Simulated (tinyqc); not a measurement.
## Remanence, coercive field and barrier from the coefficients

Question. u = al P^2 + be P^4 - E P (P in uC/cm^2, E in kV/cm, u in mJ/cm^3). Find Pr, the polarisation Pc at which dE/dP = 0, Ec and the barrier u(0) - u(Pr).

al = -59.539247 kV cm/uC
be = 0.051683374 kV cm^5/uC^3

Answer. Pr^2 = -al/(2 be), Pc^2 = -al/(6 be), Ec = -(4/3) al Pc and the barrier is al^2/(4 be).

Pr = 24.0 uC/cm^2
Pc = 13.9 uC/cm^2
Ec = 1.10e3 kV/cm
barrier = 1.71e4 mJ/cm^3

Computed by the program tinyqc: `OMP_NUM_THREADS=1 python tinyqc.py 2860054 2860055 out.jsonl`, one thread of a shared Intel Xeon 2.30GHz, about 0.07 s for the whole run.
